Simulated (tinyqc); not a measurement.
# Long-channel MOSFET, surface-potential model: two studies

n-channel transistor on a uniformly doped p-type body, gradual-channel approximation, constant mobility, Boltzmann statistics, full ionisation. Potentials are counted from the neutral body; V is the electron quasi-Fermi potential, Vsb at the source and Vsb + Vds at the drain. Charges are magnitudes per area.

Parameters, values chosen for the exercise; material values those of a made-up semiconductor:
- T = 350 K (temperature)
- Eg = 1.4 eV (band gap)
- eps_r = 15.1 (relative permittivity of the semiconductor)
- Nc = 5.25e17 cm^-3 (conduction-band density of states at T)
- Nv = 1.07e19 cm^-3 (valence-band density of states at T)
- Na = 1.9e16 cm^-3 (acceptor density of the body)
- eox = 3.74 (relative permittivity of the gate insulator)
- tox = 1.7 nm (insulator thickness)
- Vfb = -0.88 V (flat-band voltage)
- mu = 470 cm^2/(V s) (channel mobility)
- W = 10 um (gate width)
- L = 1 um (gate length)
- Vsb = 0 V (source-body reverse bias)
- Vgs = 1.74 V (gate-source voltage)
- Vds = 0.2 V (drain-source voltage)

Constants: q = 1.602176634e-19 C, kB = 1.380649e-23 J/K, Vt = kB T/q, eps0 = 8.8541878128e-14 F/cm where lengths are in cm. Results are converted to the units shown.

Each table varies one quantity; the others keep the values above.

## Effect of the acceptor density of the body

ni = sqrt(Nc Nv) exp(-Eg/(2 Vt)), Eg in volts; phiF = Vt ln(Na/ni); Cox = eps0 eox/tox; gamma = sqrt(2 q eps0 eps_r Na)/Cox. The surface potential psi at channel potential V solves Vgs + Vsb - Vfb - psi = gamma sqrt(G), G = psi - Vt + Vt exp((psi - 2 phiF - V)/Vt). Charge sheet: Qi = Cox gamma [sqrt(G) - sqrt(psi - Vt)]; I = mu (W/L) [integral of Qi dpsi from psi_0 to psi_L (drift) + Vt (Qi0 - QiL) (diffusion)], with psi_0 at V = Vsb and psi_L at V = Vsb + Vds. VT = Vfb + 2 phiF + gamma sqrt(2 phiF + Vsb), m = 1 + gamma/(2 sqrt(2 phiF + Vsb)). The swing is 20 mV/log10[I(VT - 0.14 V)/I(VT - 0.16 V)] of the charge-sheet current at the given Vds.

Effect of the acceptor density of the body:

| Na (cm^-3) | gamma (V^0.5) | VT (V) | m | swing (mV/decade) | I at Vgs, Vds (uA) |
|---|---|---|---|---|---|
| 1.9e15 | 0.01465 | 0.1044 | 1.007 | 71.39 | 2078 |
| 3.5e15 | 0.01988 | 0.1468 | 1.010 | 71.52 | 2035 |
| 6.5e15 | 0.02709 | 0.1919 | 1.013 | 71.71 | 1987 |
| 1.2e16 | 0.03681 | 0.2394 | 1.018 | 72.00 | 1934 |
| 2.2e16 | 0.04984 | 0.2904 | 1.024 | 72.40 | 1875 |
| 4.1e16 | 0.06804 | 0.3484 | 1.032 | 72.97 | 1803 |
| 7.6e16 | 0.09263 | 0.4137 | 1.042 | 73.74 | 1718 |

Read the table: what changes, and by how much?

As Na goes from 1.9e15 to 7.6e16 cm^-3, VT rises from 0.104 to 0.414 V, the swing rises from 71.4 to 73.7 mV a decade and the current falls from 2080 to 1720 uA. The swing is 2.0 % above m Vt ln 10 in the first row and 1.9 % above it in the last. In every row the surface electron density at the source passes 0.3 Nc, where degeneracy and quantisation, left out here, matter.

## Effect of the source-body reverse bias

Same model as above.

The same in every row: gamma (V^0.5) = 0.04632.

Effect of the source-body reverse bias:

| Vsb (V) | VT (V) | m | swing (mV/decade) | I at Vgs, Vds (uA) |
|---|---|---|---|---|
| 0 | 0.2776 | 1.022 | 72.29 | 1890 |
| 0.5 | 0.2876 | 1.018 | 71.55 | 1875 |
| 1 | 0.2961 | 1.016 | 71.17 | 1861 |
| 1.5 | 0.3037 | 1.014 | 70.92 | 1849 |
| 2 | 0.3105 | 1.013 | 70.76 | 1837 |
| 2.5 | 0.3169 | 1.012 | 70.63 | 1827 |
| 3 | 0.3228 | 1.011 | 70.53 | 1817 |

What does the comparison show?

As Vsb goes from 0 to 3 V, VT rises from 0.278 to 0.323 V, the swing falls from 72.3 to 70.5 mV a decade and the current falls from 1890 to 1820 uA. The swing is 1.9 % above m Vt ln 10 in the first row and 0.42 % above it in the last. In every row the surface electron density at the source passes 0.3 Nc, where degeneracy and quantisation, left out here, matter.

tinyqc, about 0.04 s, one thread, Intel Xeon 2.30GHz (shared host): `OMP_NUM_THREADS=1 python tinyqc.py 2360078 2360079 out.jsonl`
